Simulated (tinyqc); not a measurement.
Electroplating on a thin resistive seed layer: kinetics, Wagner number and the terminal effect across a wafer: one step, computed by the program tinyqc. Command: `OMP_NUM_THREADS=1 python tinyqc.py 3120364 3120365 out.jsonl terminal walk`. One thread of a shared host (Intel(R) Xeon(R) Processor @ 2.30GHz), about 0.02 s of CPU time with the checks.

Current enters the seed at the rim. The bath is treated as a local resistance per area (no lateral flow in the liquid), two electrons per ion, molar volume 7.11 cm^3/mol, Faraday constant F = e N_A, kinematic viscosity 0.01 cm^2/s, omega = 2 pi x rpm/60; k_B T/e is in volts.

Task: Rate, limit and resistances. Growth rate = i V_m/(2 F). Levich limit i_L = 0.62 x 2 F D^(2/3) omega^(1/2) nu^(-1/6) c. Tafel overpotential eta = (k_B T/(alpha e)) ln(i/i_0); kinetic resistance k_B T/(alpha e i); bath resistance h/kappa + plate; R_s = resistivity/t; Wagner number = kinetic resistance x kappa/R.

Inputs (values chosen for the exercise, of the order of those for copper plating on a thin cobalt or ruthenium seed):
```
quantity                             value         unit
wafer radius R                          15           cm
seed thickness t                        21           nm
seed resistivity                       7.1  microohm cm
bath conductivity kappa               0.08         S/cm
gap to the anode h                     3.9           cm
extra resistance of a porous plate       0     ohm cm^2
exchange current density i_0         0.066      mA/cm^2
cathodic transfer coefficient alpha   0.77            -
mean current density                   5.8      mA/cm^2
diffusivity of the metal ion         7e-06       cm^2/s
metal ion concentration                0.7        mol/L
rotation rate                          200          rpm
temperature T                          298            K
```

Constants: e = 1.602176634e-19 C; N_A = 6.02214076e+23 1/mol; k_B = 8.617333262e-05 eV/K.

Give: growth rate; limiting current i_L; overpotential; kinetic resistance; bath resistance R_b; sheet resistance R_s; Wagner number.

Result:

growth rate = 128.22 nm/min

limiting current i_L = 302.16 mA/cm^2

overpotential = 149.27 mV

kinetic resistance = 5.7500 ohm cm^2

bath resistance R_b = 48.75 ohm cm^2

sheet resistance R_s = 3.3810 ohm/square

Wagner number = 0.030667
